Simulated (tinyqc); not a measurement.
Hexagonal on-chip spiral inductor, lumped pi model: quality factor against frequency.

Outer diameter do = di + 2 n wd + 2 (n - 1) sp, mean da = (do + di)/2, fill p = (do - di)/(do + di), length l = 3.464 n da. L = 2.33 mu0 n^2 da/(1 + 3.82 p), mu0 = 4 pi 1e-7 H/m. Rs = rho l/(wd delta (1 - exp(-th/delta))), delta = sqrt(rho/(pi f mu0)). Cs = n wd^2 eps0 eo/hu across the coil. At each end Cox = l wd eps0 eo/(2 ho) leads to the substrate branch Rsi = 2 rs he/(l wd) in parallel with Csi = l wd eps0 11.7/(2 he). With one end grounded Y = 1/(Rs + i w L) + i w Cs + 1/[1/(i w Cox) + 1/(1/Rsi + i w Csi)], w = 2 pi f; Q = -Im Y/Re Y. Eddy currents in neighbouring turns and in the substrate are left out.

Apparent inductance Im(1/Y)/w; share of the loss Re(substrate branch)/Re Y.

Inputs (values chosen for the exercise); values of the order met in silicon radio-frequency processes: number of turns n = 1.5; line width wd = 6 um; space between turns sp = 1.5 um; inner diameter di = 40 um; metal thickness th = 4 um; metal resistivity rho = 3 uohm cm; oxide below the coil ho = 9.1 um; oxide between coil and underpass hu = 0.6 um; relative permittivity of the oxide eo = 3; substrate resistivity rs = 1000 ohm cm; effective spreading depth in the substrate he = 80 um.

Constants: eps0 = 8.8541878128e-12 F/m. Results are converted to the units shown.

Results:

| f (GHz) | Rs (ohm) | w L/Rs | Q | apparent inductance (nH) | loss in the substrate (%) |
|---|---|---|---|---|---|
| 3.5 | 0.93939 | 4.3878 | 4.3864 | 0.18748 | 8.8476e-4 |
| 9.3 | 1.4472 | 7.5680 | 7.5525 | 0.18779 | 0.0039224 |
| 15 | 1.8225 | 9.6925 | 9.6414 | 0.18839 | 0.0080481 |
| 25 | 2.3460 | 12.550 | 12.367 | 0.19013 | 0.017292 |
| 41 | 3.0025 | 16.081 | 15.456 | 0.19488 | 0.036243 |
| 67 | 3.8379 | 20.559 | 18.433 | 0.20878 | 0.075575 |
| 110 | 4.9175 | 26.343 | 19.023 | 0.25880 | 0.15871 |
| 180 | 6.2905 | 33.698 | 8.7137 | 0.71367 | 0.33145 |

Estimate the missing row, f = 5.7 GHz.

Computed row:

| f (GHz) | Rs (ohm) | w L/Rs | Q | apparent inductance (nH) | loss in the substrate (%) |
|---|---|---|---|---|---|
| 5.7 | 1.1556 | 5.8090 | 5.8044 | 0.18757 | 0.0018673 |

With this row back in the table: Q goes from 4.39 through a maximum of 19.0 (at f = 110 GHz among the rows listed) to 8.71; the exact peak is 19.4 at 93.4 GHz and Q reaches zero at the self-resonance, 209 GHz. The share of the substrate rises from 8.85e-4 to 0.331 %, and the apparent inductance ends at 3.81 times L. At the peak the substrate takes 0.124 % of the loss. For f = 110, 180 the coil is longer than 0.15 of a wavelength in the oxide, where one lumped section is rough.

Program tinyqc, `OMP_NUM_THREADS=1 python tinyqc.py 2302227 2302228 out.jsonl`; Intel Xeon 2.30GHz, shared host, one thread, about 0.01 s.
